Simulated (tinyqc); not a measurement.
# Inputs raised by 10 %, one at a time

Model: harmonic transition-state theory with quantum, tunnelling and friction corrections. Computed by tinyqc, a small Python program. Command: `OMP_NUM_THREADS=1 python tinyqc.py 3028356 3028357 out.jsonl rates sens`. One thread of a shared host (Intel(R) Xeon(R) Processor @ 2.30GHz), about 0.05 s of CPU time with the checks.

One atom hops between equivalent sites; three modes at the minimum and two real modes at the saddle are treated as harmonic, the rest of the crystal as unchanged; melting is ignored, so hot rows may lie above the melting point.

Inputs (values chosen for the exercise, modelled on interstitial hydrogen in silicon): barrier E_b = 0.474 eV; imaginary frequency at the saddle nu_b = 17 THz; temperature T = 385 K.

Lattice of sites: three-dimensional.

frequencies at the minimum (THz): 32.6  46  55.6

real frequencies at the saddle (THz): 48.2  56.3

Constants: h x 1 THz = 4.135667696 meV; k_B = 8.617333262e-05 eV/K.

Method:
- Vineyard: nu* = product of minimum frequencies / product of real saddle frequencies; k_cl = nu* exp(-E_b/(k_B T)).
- Quantum harmonic: k_q = (k_B T/h) [prod 2 sinh(x_i/2) (minimum) / prod 2 sinh(x_j/2) (saddle)] exp(-E_b/(k_B T)), x = h nu/(k_B T).
- Zero-point correction to the barrier = (h/2)(sum of saddle frequencies - sum of minimum frequencies).
- With u = h nu_b/(k_B T): Wigner factor 1 + u^2/24; parabolic barrier (Bell) (u/2)/sin(u/2), valid above T_c = h nu_b/(2 pi k_B); symmetric Eckart barrier: kappa = int_0^infinity P(E) exp(-(E - E_b)/(k_B T)) dE/(k_B T), P = (cosh 2a - 1)/(cosh 2a + cosh 2d), a = alpha sqrt(E/E_b), alpha = 2 pi E_b/(h nu_b), 2d = 2 sqrt(alpha^2 - pi^2/4).

Runs:

| input moved | from | to | ratio k_q/k_cl | Eckart factor | quantum harmonic rate k_q (1/s) | crossover temperature T_c (K) |
|---|---|---|---|---|---|---|
| base run | - | - | 1.6324 | 1.2252 | 3.1297e+07 | 129.85 |
| barrier E_b (eV) | 0.474 | 0.5214 | 1.6324 | 1.2242 | 7.4994e+06 | 129.85 |
| imaginary frequency at the saddle nu_b (THz) | 17 | 18.7 | 1.6324 | 1.2794 | 3.1297e+07 | 142.83 |
| temperature T (K) | 385 | 423.5 | 1.5049 | 1.1832 | 1.0575e+08 | 129.85 |

Exponents ln(y'/y) / ln(x'/x):

| input | ratio k_q/k_cl | Eckart factor | quantum harmonic rate k_q | crossover temperature T_c |
|---|---|---|---|---|
| barrier E_b | 0.000 | -0.008 | -14.990 | 0 |
| imaginary frequency at the saddle nu_b | 0.000 | 0.455 | 0.000 | 1 |
| temperature T | -0.853 | -0.366 | 12.774 | 0 |

Among the inputs moved here: ratio k_q/k_cl answers most in size to temperature T (exponent -0.853); its exponent is below 0.0005 for barrier E_b, imaginary frequency at the saddle nu_b. Eckart factor answers most in size to imaginary frequency at the saddle nu_b (exponent +0.455), next to temperature T (-0.366). Quantum harmonic rate k_q answers most in size to barrier E_b (exponent -14.990), next to temperature T (+12.774); its exponent is below 0.0005 for imaginary frequency at the saddle nu_b. Crossover temperature T_c answers most in size to imaginary frequency at the saddle nu_b (exponent +1.000); its exponent is below 0.0005 for barrier E_b, temperature T. Its exponent +1.000 in imaginary frequency at the saddle nu_b: T_c = h nu_b/(2 pi k_B).

Extremes, crossings and ranges named in words are read from the listed rows.
